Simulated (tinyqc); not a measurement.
Inside a calculation. Model: square-lattice Ising model by mean field, Bethe lattice, transfer matrix, exact enumeration and Monte Carlo steps. Computed by tinyqc, a small Python program that keeps every step. Command: `OMP_NUM_THREADS=1 python tinyqc.py 3005718 3005719 out.jsonl ising walk`. One thread of a shared host (Intel(R) Xeon(R) Processor @ 2.30GHz), about 0.07 s of CPU time with the checks. Intermediate numbers are printed to about 6 digits and carried at full precision; extremes and crossings named in words are read from the listed rows.

H = -J sum over nearest pairs s_i s_j, s = +-1, no field, periodic boundaries; energies per site are in J. As a lattice gas or an alloy, s marks which species holds the site.

Inputs (values chosen for the exercise, for a model lattice):

| quantity | value | unit |
|---|---|---|
| coupling J | 5.86 | meV |
| temperature T | 89.5 | K |
| strip width w | 3 | - |
| factor on the grid 1.5, 1.85, 2.1, 2.45, 2.65, 3.1, 3.6, 4.4 of k_B T/J | 0.98 | - |

Enumerated cell: 4 x 4. Monte Carlo rule: Wolff cluster.

Constants: k_B = 8.617333262e-05 eV/K.

## Reduced coupling

K = J/(k_B T). Onsager: k_B T_c/J = 2/ln(1 + sqrt 2); mean field: 4; Bethe lattice with z = 4: 2/ln 2.

K = 0.759804

critical temperatures (K): exact 154.310, Bethe 196.214, mean field 272.010

T lies below all three.

## Three theories of the infinite lattice

K = J/(k_B T). Mean field: m = tanh(4 K m), u = -2 m^2. Bethe: cavity field h = 3 artanh(tanh K tanh h), m = tanh(4h/3), u = -2 (tanh K + tanh^2 h)/(1 + tanh K tanh^2 h). Exact: m = [1 - sinh(2K)^(-4)]^(1/8) below T_c; u = -coth(2K) [1 + (2/pi)(2 tanh^2(2K) - 1) K1(k)], k = 2 sinh(2K)/cosh^2(2K), K1 the complete elliptic integral of the first kind. The largest root is taken.

m, mean field = 0.995295

u, mean field = -1.98122

cavity field h = 2.20182

m, Bethe = 0.994379

u, Bethe = -1.97871

m, exact = 0.994311

u, exact = -1.97858

Against the exact energy mean field misses by -0.003 J and Bethe by 0.000 J.

## Transfer matrix

Strip of w sites, periodic across (for w = 2 the pair is joined by two bonds): T(s, s') = exp(K [sum_i s_i s'_i + (r(s) + r(s'))/2]), r(s) = sum_i s_i s_(i+1).

T, lower triangle (symmetric):
```
         +++     ++-     +-+     +--     -++     -+-     --+      ---
+++  95.4713
++-   4.5704  4.5704
+-+   4.5704  0.2188  4.5704
+--   1.0000  1.0000  1.0000  4.5704
-++   4.5704  0.2188  0.2188  0.0479  4.5704
-+-   1.0000  1.0000  0.0479  0.2188  1.0000  4.5704
--+   1.0000  0.0479  1.0000  0.2188  1.0000  0.2188  4.5704
---   1.0000  1.0000  1.0000  4.5704  1.0000  4.5704  4.5704  95.4713
```

## Free energy and correlation length of the strip

With the eigenvalues l1 > l2: -f/(k_B T) = ln(l1)/w per site; xi = 1/ln(l1/l2) rows.

three largest eigenvalues: 97.5005  94.8873  6.0267

-f/(k_B T) = 1.52662

correlation length xi = 36.8083

xi/w = 12.269; for wide strips at T_c this ratio tends to 4/pi = 1.273, and T lies below T_c, where xi grows exponentially with w.

## Exact averages on the small cell

States of the 4 x 4 cell:

| E (J) | \|M\| | count |
|---|---|---|
| -32 | 16 | 2 |
| -24 | 14 | 32 |
| -20 | 12 | 64 |
| -16 | 0 | 8 |
| -16 | 8 | 48 |
| -16 | 10 | 192 |
| -16 | 12 | 176 |
| -12 | 2 | 128 |
| -12 | 4 | 192 |
| -12 | 6 | 384 |
| -12 | 8 | 512 |
| -12 | 10 | 512 |
| -8 | 0 | 768 |
| -8 | 2 | 1248 |
| -8 | 4 | 1408 |
| -8 | 6 | 1376 |
| -8 | 8 | 1472 |
| -8 | 10 | 416 |
| -4 | 0 | 1600 |
| -4 | 2 | 3840 |
| -4 | 4 | 3648 |
| -4 | 6 | 3328 |
| -4 | 8 | 1152 |
| 0 | 0 | 4356 |
| 0 | 2 | 7360 |
| 0 | 4 | 5856 |
| 0 | 6 | 2496 |
| 0 | 8 | 456 |
| 4 | 0 | 3264 |
| 4 | 2 | 6272 |
| 4 | 4 | 3136 |
| 4 | 6 | 896 |
| 8 | 0 | 2112 |
| 8 | 2 | 2784 |
| 8 | 4 | 1536 |
| 8 | 6 | 256 |
| 12 | 0 | 576 |
| 12 | 2 | 1024 |
| 12 | 4 | 128 |
| 16 | 0 | 120 |
| 16 | 2 | 192 |
| 16 | 4 | 112 |
| 20 | 0 | 64 |
| 24 | 2 | 32 |
| 32 | 0 | 2 |

Weights count x exp(-K E); N = 16; u = <E>/N, c = K^2 (<E^2> - <E>^2)/N in k_B, Binder U = 1 - <M^4>/(3 <M^2>^2).

ln Z / N = 1.56547

u, cell = -1.97847

heat capacity c, cell = 0.108334

<|m|>, cell = 0.994239

Binder cumulant U = 0.665651

The cell energy lies 0.000 J from the infinite lattice: deep in the ordered phase the correlation length is short and the cell is nearly exact.

## The methods across T_c

The grid values of k_B T/J times the given factor are rounded to 3 figures before use.

Order and energy:

| k_B T/J | T (K) | m mean field | m Bethe | m exact | <\|m\|> cell | u Bethe | u exact | u cell | U cell |
|---|---|---|---|---|---|---|---|---|---|
| 1.47 | 99.964 | 0.990944 | 0.988449 | 0.988150 | 0.987885 | -1.95730 | -1.95678 | -1.95639 | 0.664337 |
| 1.81 | 123.084 | 0.973273 | 0.959682 | 0.955277 | 0.954839 | -1.86145 | -1.85486 | -1.85440 | 0.655863 |
| 2.06 | 140.085 | 0.951521 | 0.915490 | 0.888478 | 0.904536 | -1.73047 | -1.69835 | -1.71754 | 0.639965 |
| 2.40 | 163.206 | 0.907332 | 0.794645 | 0.000000 | 0.799846 | -1.43456 | -1.20397 | -1.46066 | 0.598249 |
| 2.60 | 176.806 | 0.872065 | 0.658467 | 0.000000 | 0.729419 | -1.17690 | -1.02829 | -1.29881 | 0.563165 |
| 3.04 | 206.728 | 0.763548 | 0.000000 | 0.000000 | 0.590273 | -0.63515 | -0.80161 | -0.99337 | 0.472052 |
| 3.53 | 240.049 | 0.565235 | 0.000000 | 0.000000 | 0.483217 | -0.55189 | -0.65278 | -0.76504 | 0.375425 |
| 4.31 | 293.091 | 0.000000 | 0.000000 | 0.000000 | 0.388139 | -0.45589 | -0.50913 | -0.55957 | 0.266187 |

At k_B T/J = 1.47 all values of m agree within 0.004. At 2.4 the exact m is 0 while Bethe gives 0.79, mean field 0.91 and the cell 0.80: neglect of fluctuations raises T_c, and a finite cell rounds the transition. U falls from 0.664 (2/3 when ordered) to 0.266 (0 for a large disordered system).

## One Wolff cluster

start configuration, 5 x 5, rows and columns numbered from 1:
```
    1   2   3   4   5
1  -1   1   1  -1  -1
2   1   1  -1   1  -1
3   1  -1  -1  -1   1
4   1  -1  -1   1   1
5  -1   1   1   1  -1
```

seed site (row, column): 1  4

random numbers, used in order: 0.699  0.985  0.166  0.363  0.040  0.389  0.698  0.285  0.885  0.132  0.811  0.465  0.895  0.039  0.811  0.743  0.914  0.383  0.913  0.650  0.286  0.247  0.029  0.947  0.565  0.455  0.323  0.374  0.745  0.799  0.009  0.936  0.560  0.976  0.902  0.967  0.764  0.498  0.429  0.096  0.914  0.700  0.703  0.424  0.358  0.132  0.172  0.969  0.782  0.716  0.244  0.880

p = 1 - exp(-2K). Take sites from a first-in first-out queue; test the neighbours up, down, left, right that have the same spin and are not yet in the cluster, one random number each; add if u < p; flip the cluster at the end.

bond probability p = 0.781202

Tests:

| test | from | to | u | added |
|---|---|---|---|---|
| 1 | (1,4) | (1,5) | 0.699 | yes |
| 2 | (1,5) | (5,5) | 0.985 | no |
| 3 | (1,5) | (2,5) | 0.166 | yes |
| 4 | (1,5) | (1,1) | 0.363 | yes |
| 5 | (1,1) | (5,1) | 0.040 | yes |
| 6 | (5,1) | (5,5) | 0.389 | yes |

cluster size = 6

configuration after the flip:
```
   1   2   3   4  5
1  1   1   1   1  1
2  1   1  -1   1  1
3  1  -1  -1  -1  1
4  1  -1  -1   1  1
5  1   1   1   1  1
```

The cluster holds 6 of the 12 sites with the spin of the seed; p is above the critical 2 - sqrt 2 = 0.586.

Checks made by the program: ln Z of the cell against the trace of a power of the transfer matrix (relative difference below 1e-10).
